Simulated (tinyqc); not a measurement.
# Hoppings from the band edges

Inverse problem. A dimerised chain has bands +/- sqrt(dl^2 + t1^2 + t2^2 + 2 t1 t2 cos k). Its semi-infinite form starts with the bond t1 and has a state bound to its end; such a state exists only for t1 < t2. Find t1 and t2.

Inputs (values chosen for the exercise): site energy, +dl on A and -dl on B dl = 0 eV.

bottom and top of the upper band (eV): 0.43  1.57

Answer. The top gives t1 + t2 = sqrt(E^2 - dl^2) and the bottom |t1 - t2|; the end state decides which is larger.

t1 = 0.5700 eV
t2 = 1.000 eV

tinyqc, about 0.03 s, one thread, Intel Xeon 2.30GHz (shared host): `OMP_NUM_THREADS=1 python tinyqc.py 2680009 2680010 out.jsonl`
